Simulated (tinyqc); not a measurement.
Mobility and doping from two currents.

Problem. A trap-free film with injecting contacts is fitted, with diffusion neglected, by J = q mu N V/Lf + (9/8) eps0 eps_r mu V^2/Lf^3. Find mu, N and the voltage at which both terms are equal.

Parameters, values chosen for the exercise: relative permittivity eps_r = 9.68; film thickness Lf = 1400 nm.

Constants: q = 1.602176634e-19 C, eps0 = 8.8541878128e-14 F/cm where lengths are in cm. Results are converted to the units shown.

J at 3.2 and 8 V (A/cm^2): [3.1396733, 10.682812]

Answer. J/V is a straight line in V: the slope gives mu and the intercept mu N.

mu = 0.210 cm^2/(V s)
N = 3.10e15 cm^-3
crossover voltage = 10.1 V

Program tinyqc, `OMP_NUM_THREADS=1 python tinyqc.py 2730103 2730104 out.jsonl`; Intel Xeon 2.30GHz, shared host, one thread, about 1 s.
